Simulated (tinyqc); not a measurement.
The 3-omega method: a line heater on a substrate with a thin film. Changing the film thickness t. Computed by tinyqc, a small Python program. Command: `OMP_NUM_THREADS=1 python tinyqc.py 3010581 3010582 out.jsonl threeomega sweep`. One thread of a shared host (Intel(R) Xeon(R) Processor @ 2.30GHz), about 0.02 s of CPU time with the checks.

A current at angular frequency omega = 2 pi f heats the line at 2 omega with the amplitude P per length; the temperature swing Delta T at 2 omega gives a voltage at 3 omega. The substrate is taken as semi-infinite and isotropic, and the heat capacity of heater and film is left out.

Inputs (values chosen for the exercise, modelled on hafnia on silicon carbide):
```
quantity                                    value           unit
substrate conductivity kappa                  402        W/(m K)
substrate heat capacity C                     2.2  1e6 J/(m^3 K)
heater half-width b                           2.6     micrometre
power amplitude per length P                   13            W/m
current frequency f                            35             Hz
film conductivity kappa_f                     1.1        W/(m K)
interface resistance R_i                       20       m^2 K/GW
substrate thickness d_s                       725     micrometre
temperature coefficient of resistance beta    3.8         1e-3/K
voltage amplitude V_1                           1              V
```

Method:
- D = kappa/C; q = sqrt(2 i omega/D); penetration depth 1/|q| = sqrt(D/(2 omega)).
- Delta T_s = (P/(pi kappa)) int_0^infinity (sin x/x)^2 / sqrt(x^2 + (q b)^2) dx with (q b)^2 = i |q b|^2, averaged over the heater width (12 Gauss-Legendre points on each of the pieces 0, 14 log-spaced edges from 1e-5 to 1, and multiples of pi to 40 pi; the tail adds 1/(4 (40 pi)^2)).
- For |q| b much below 1: Delta T_s = (P/(pi kappa)) [-ln(|q| b) + eta - i pi/4], eta = 3/2 - C_E = 0.92278, with Euler's C_E = 0.5772157.
- One-dimensional flow across the film: Delta T_f = P (t/kappa_f + R_i)/(2 b); total in-phase swing Delta T = Delta T_s + Delta T_f; third-harmonic amplitude V_3 = V_1 beta |Delta T|/2 with the out-of-phase part included; the apparent film conductivity is t/(t/kappa_f + R_i).

One run for each value:
```
film thickness t (nm)  apparent film conductivity (W/(m K))  Delta T_f (K)  film share of the in-phase swing
10                                                    0.344          0.073                            0.5233
19                                                    0.510          0.093                            0.5845
38                                                    0.697          0.136                            0.6730
73                                                    0.845          0.216                            0.7652
140                                                   0.951          0.368                            0.8475
270                                                   1.017          0.664                            0.9092
530                                                   1.056          1.255                            0.9498
1000                                                  1.076          2.323                            0.9723
2000                                                  1.088          4.595                            0.9858
```

Over the rows, apparent film conductivity (W/(m K)) rises from 0.344 to 1.09 (exponent d ln y / d ln x 0.61 between the first rows and 0.016 between the last); Delta T_f (K) rises from 0.0727 to 4.60 (exponent d ln y / d ln x 0.39 between the first rows and 0.98 between the last); film share of the in-phase swing rises from 0.523 to 0.986 (exponent d ln y / d ln x 0.17 between the first rows and 0.020 between the last). The film resistance t/kappa_f + R_i is a straight line in t: its slope gives kappa_f = 1.1 W/(m K) and its intercept R_i; the two terms are equal at t = 22.0 nm.

Caution (all rows): the penetration depth exceeds a fifth of the substrate thickness, so the back face is felt and the semi-infinite formula fails. Caution (rows 2000): the film is not thin against the heater width, so heat spreads sideways in it and the one-dimensional step fails.
